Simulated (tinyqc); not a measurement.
Surface potential of a MOS transistor: implicit equation and explicit approximations: two steps of the calculation.

p-type body, charge-sheet picture, depletion and inversion only, full ionisation (an idealisation for deep acceptors), Boltzmann statistics (rough once Na exp(x - xn) passes about Nc/7). In units of Vt: xg = (Vg - Vfb)/Vt, x = psi/Vt, G = gamma/sqrt(Vt), xn = (2 phiF + Vc)/Vt. The implicit equation is (xg - x)^2 = G^2 [x - 1 + exp(x - xn)] for x above about 3. Cox = eps0 eox/tox.

Parameters, values chosen for the exercise; band and dielectric values close to those of silicon: temperature T = 250 K; band gap Eg = 1.1 eV; relative permittivity eps_r = 11.6; conduction-band density of states at T Nc = 2.1e19 cm^-3; valence-band density of states at T Nv = 2.02e19 cm^-3; relative permittivity of the gate insulator (close to silicon dioxide) eox = 3.9; insulator thickness tox = 2.4 nm; acceptor density Na = 3.3e16 cm^-3; flat-band voltage Vfb = -0.82 V; channel-body voltage Vc = 0 V; gate-body voltage Vg = 0.38 V.

Constants: q = 1.602176634e-19 C, kB = 1.380649e-23 J/K, Vt = kB T/q, eps0 = 8.8541878128e-14 F/cm where lengths are in cm. Results are converted to the units shown.

Problem 1. Scales. ni = sqrt(Nc Nv) exp(-Eg/(2 Vt)), Eg in volts; phiF = Vt ln(Na/ni); gamma = sqrt(2 q eps0 eps_r Na)/Cox; VT = Vfb + Vt (xn + G sqrt(xn - 1)).

Wanted: phiF; gamma; G; xn; VT; xg.

Solution 1.

phiF = 0.41134 V
gamma = 0.072432 V^0.5
G = 0.49348
xn = 38.187
VT = 0.067510 V
xg = 55.702

Problem 2. New x. D = exp(x - xn), f = (xg - x)^2 - G^2 (x - 1 + D), f' = -2 (xg - x) - G^2 (1 + D), x(new) = x - f/f'.

x after iteration 1 = 44.664345
G = 0.49348275
xn = 38.187179
xg = 55.701687

Give: D; f; f'; x after iteration 2.

Solution 2.

D = 650.13
f = -47.133
f' = -180.64
x after iteration 2 = 44.403

tinyqc, about 0.01 s, one thread, Intel Xeon 2.30GHz (shared host): `OMP_NUM_THREADS=1 python tinyqc.py 2122206 2122207 out.jsonl`
